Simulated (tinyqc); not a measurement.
One-dimensional ballistic tunnel FET, two-band WKB: effect of the screening length.

A p-type source for x < 0 with its Fermi level at 0 and its valence edge at ds; in the channel the bands fall as D exp(-x/lam) towards their flat values, with the conduction edge at Ec = ds - dP and D = dP + Eg. The gate moves dP one to one. The drain Fermi level lies at -Vd and the drain side reflects nothing. For w = E - Ec between 0 and dP an electron crosses the gap. Two-band dispersion with equal masses m: inside the gap kappa = sqrt(m u (1 - u/Eg)/C), u the distance from a band edge, C = hbar^2/(2 m0).

S(w) = 2 lam int_0^Eg kappa(u) du/(w + Eg - u) = 2 pi lam sqrt(m/(C Eg)) [w + Eg/2 - sqrt(w (w + Eg))], T(w) = exp(-S). I = g (2 q^2/h) int_0^dP T(w) [f(E) - f(E + Vd)] dw, E = ds - dP + w, f(x) = 1/(1 + exp(x/Vt)). Swing = d(dP)/d(log10 I).

Parameters, values chosen for the exercise; band and dielectric values close to those of indium arsenide: temperature T = 350 K; band gap Eg = 0.353 eV; band-edge mass of the two-band model m = 0.025 m0; source valence edge above the source Fermi level ds = 0.15 eV; drain bias Vd = 0.1 V; number of degenerate subbands (spin apart) g = 1; tunnelling window Ev(source) - Ec(channel) dP = 0.27 eV.

Constants: q = 1.602176634e-19 C, kB = 1.380649e-23 J/K, hbar = 1.054571817e-34 J s, h = 6.62607015e-34 J s, m0 = 9.1093837015e-31 kg, Vt = kB T/q, hbar^2/(2 m0) = 0.0380998212 eV nm^2. Results are converted to the units shown.

Effect of the screening length:
```
lam (nm)	T(w = dP)	I (uA)	swing (mV/decade)
1	0.7323	3.616	378.9
1.7	0.5888	2.367	302.5
2.4	0.4735	1.569	254.9
3.1	0.3807	1.053	222.4
3.9	0.2967	0.6751	195.9
4.6	0.2386	0.4620	178.6
5.3	0.1918	0.3186	164.8
6	0.1543	0.2213	153.7
```

I falls from 3.62 to 0.221 uA, on average 0.243 decades a nanometre; S is proportional to lam, and at w = dP it gives 0.135. The swing falls from 379 to 154 mV/decade. In every row S at w = dP is below 2, where a WKB prefactor of 1 is a rough guess.

Numbers from tinyqc (`OMP_NUM_THREADS=1 python tinyqc.py 2620083 2620084 out.jsonl`; about 0.01 s on one thread of a shared Intel Xeon 2.30GHz).
